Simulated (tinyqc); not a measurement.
Chemical vapour deposition: Grove model, boundary layer, depletion and step coverage. From step coverage back to aspect ratio of the trench. Computed by tinyqc, a small Python program. Command: `OMP_NUM_THREADS=1 python tinyqc.py 3025722 3025723 out.jsonl cvd inv`. One thread of a shared host (Intel(R) Xeon(R) Processor @ 2.30GHz), about 0.04 s of CPU time with the checks.

A precursor diffuses to the surface and reacts there at first order; each molecule that reacts adds one formula unit of film.

Inputs (values chosen for the exercise, close to those used for epitaxial silicon from a chlorosilane):
```
quantity                                       value    unit
prefactor k0 of k_s                          1.4e+07    cm/s
activation energy E                             1.93      eV
temperature T                                   1050       C
total pressure p                                 760    torr
mole fraction of the precursor Y              0.0063       -
gas diffusivity D0 at 273.15 K and 760 torr     0.12  cm^2/s
precursor mass M                                 101       u
trench width w                                 0.032      um
```

Reactor: horizontal, atmospheric.

Constants: k_B = 1.380649e-23 J/K; u = 1.6605390666e-27 kg; k_B = 8.617333262e-05 eV/K.

Method:
- k_s = k0 exp(-E/(k_B T)); C_g = Y p/(k_B T), 1 torr = 133.322 Pa; D = D0 (T/273.15)^1.75 (760/p).
- Temperatures in kelvin are T(C) + 273.15.
- Mean speed c = sqrt(8 k_B T/(pi M)); reactive sticking probability beta = 4 k_s/c.
- In a long trench of width w and depth l = aspect ratio x w: Knudsen diffusivity D_K = (2w) c/3 (hydraulic diameter 2w), combined as 1/D_e = 1/D_K + 1/D; D_e d2C/dz2 = 2 k_s C/w with D_e dC/dz = -k_s C at the floor. With m = sqrt(2 k_s/(w D_e)): C(floor)/C(top) = 1/[cosh(m l) + (k_s/(D_e m)) sinh(m l)].

Question. A run gave the result below. Find the aspect ratio of the trench, known to lie between 34 and 73.

step coverage = 0.9372117

Answer.

Each step takes the trial c = (a f_b - b f_a)/(f_b - f_a), f being the result less the target and a, b, c the logarithms of the listed values; c replaces end b, the old b replaces a if the sign of f changed, and otherwise f_a is halved.

Scan of the range:
```
aspect ratio of the trench  step coverage
34.0                             0.978024
38.6                             0.971918
43.9                             0.964031
49.8                             0.954225
56.6                             0.941655
64.3                             0.925897
73.0                             0.906325
```

False position (Illinois rule, in the logarithm of the input) inside the bracket:
```
step    end a    end b    trial  step coverage
1     56.6000  64.3000  58.6726       0.937567
2     64.3000  58.6726  58.8364       0.937239
3     64.3000  58.8364  58.8615       0.937189
4     58.8364  58.8615  58.8500       0.937212
5     58.8615  58.8500  58.8500       0.937212
```

Step coverage falls at every point of a 13-point scan of the range (every second point is shown), so one value fits; it is bracketed by 56.6 and 64.3. Answer: aspect ratio of the trench = 58.85.

Caution: the hydraulic-diameter form of D_K is rough for a slit.
